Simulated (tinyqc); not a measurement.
Inside a calculation. Method: coherent transport through a tight-binding region between two chains. One step of it, computed by the program tinyqc.

Problem. Transmission at E = 0.24 eV. Surface Green function g = (E - i sqrt(4 t^2 - E^2)) / (2 t^2); self-energy tc^2 g on each contact site; G = (E - H - Sigma)^(-1); Gamma = -2 Im Sigma; T = Gamma_L Gamma_R |G_LR|^2; local density of states -Im G_ii / pi.

H of the central region (eV):
```
[[0.000000, -1.550000, 0.000000, 0.000000],
 [-1.550000, 1.150000, -1.360000, 0.000000],
 [0.000000, -1.360000, 1.150000, -0.390000],
 [0.000000, 0.000000, -0.390000, 0.000000]]
```

Leads: semi-infinite chains with site energy 0:
```
parameter                           value
lead hopping t (eV)              1.740000
coupling to the left lead (eV)   0.660000
coupling to the right lead (eV)  0.740000
left contact site                       1
right contact site                      4
```

E = 0.240000 eV

Give: g; G; local density of states; transmission.

Solution.

g = 0.040-0.573i 1/eV

G (1/eV):
```
[[-0.228-0.205i, 0.645+0.066i, 0.692+0.278i, -0.635+0.417i],
 [0.645+0.066i, -0.082-0.113i, -0.055-0.151i, 0.159+0.042i],
 [0.692+0.278i, -0.055-0.151i, -0.825-0.418i, 0.830-0.447i],
 [-0.635+0.417i, 0.159+0.042i, 0.830-0.447i, 1.384-1.192i]]
```

local density of states (1/eV): [0.065, 0.036, 0.133, 0.379]

transmission = 0.181
